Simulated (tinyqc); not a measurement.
From results back to parameters: nanosheet or nanowire with hard walls, valleys of the Si type. Four cases, with inputs chosen for the exercise.

Problem. In a hard-walled rectangle E(n, l) = c pi^2 (n^2/(m_y W^2) + l^2/(m_z H^2)), c = hbar^2/2m0. Two levels were computed from hidden W and H.

Constants: hbar^2/2m0 = 3.80998211 eV angstrom^2.

Find: width term; height term; W; H.

Method. The difference of the two levels is three times the width term; the rest of E(1, 1) is the height term.

Case 1.

Values chosen (out of a larger set: near those of Si; not measured data): m_y = 0.188 m0 (mass across the width); m_z = 0.916 m0 (mass along the height).

E(1, 1) = 0.054502 eV
E(2, 1) = 0.081171 eV

Solution.

width term = 8.89 meV
height term = 45.61 meV
W = 150.0 angstrom
H = 30.0 angstrom

Case 2.

Values chosen (out of a larger set: near those of Si; not measured data): m_y = 0.192 m0 (mass across the width); m_z = 0.907 m0 (mass along the height).

E(1, 1) = 0.072266 eV
E(2, 1) = 0.211331 eV

Solution.

width term = 46.35 meV
height term = 25.91 meV
W = 65.0 angstrom
H = 40.0 angstrom

Case 3.

Values chosen (out of a larger set: near those of Si; not measured data): m_y = 0.192 m0 (mass across the width); m_z = 0.92 m0 (mass along the height).

E(1, 1) = 0.057708 eV
E(2, 1) = 0.196773 eV

Solution.

width term = 46.35 meV
height term = 11.35 meV
W = 65.0 angstrom
H = 60.0 angstrom

Case 4.

Values chosen (out of a larger set: near those of Si; not measured data): m_y = 0.187 m0 (mass across the width); m_z = 0.901 m0 (mass along the height).

E(1, 1) = 0.036757 eV
E(2, 1) = 0.060322 eV

Solution.

width term = 7.85 meV
height term = 28.90 meV
W = 160.0 angstrom
H = 38.0 angstrom

Computed by tinyqc, one run a case: `OMP_NUM_THREADS=1 python tinyqc.py N N+1 out.jsonl` with N = 1250616, 1250634, 1250676, 1250701; one thread of a shared Intel(R) Xeon(R) Processor @ 2.30GHz, about 0.03 s a run at most.
